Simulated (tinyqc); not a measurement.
Estimate of lattice thermal conductivity from elastic moduli (Slack, Klemens and Cahill formulas): one step, computed by the program tinyqc.

An isotropic solid.

Question. Velocities, Poisson ratio and Debye temperature. rho = M/V; vL = sqrt((B + 4G/3)/rho), vT = sqrt(G/rho); v_m = [(vL^-3 + 2 vT^-3)/3]^(-1/3); Poisson ratio sigma = (3B - 2G)/(6B + 2G); Theta = hbar v_m (6 pi^2/V)^(1/3)/k_B.

Inputs (values chosen for the exercise, for a model crystal):
```
quantity,value,unit
bulk modulus B,93.3,GPa
shear modulus G,27.2,GPa
volume per atom V,28.8,angstrom^3
mean atomic mass M,126,u
```

Grueneisen parameter: from thermal expansion.

Constants: u = 1.6605390666e-27 kg; hbar = 1.054571817e-34 J s; k_B = 1.380649e-23 J/K.

Give: density rho; vL; vT; v_m; Poisson ratio sigma; Debye temperature Theta.

Answer.

density rho = 7265 kg/m^3

vL = 4223 m/s

vT = 1935 m/s

v_m = 2181 m/s

Poisson ratio sigma = 0.3671

Debye temperature Theta = 211.8 K
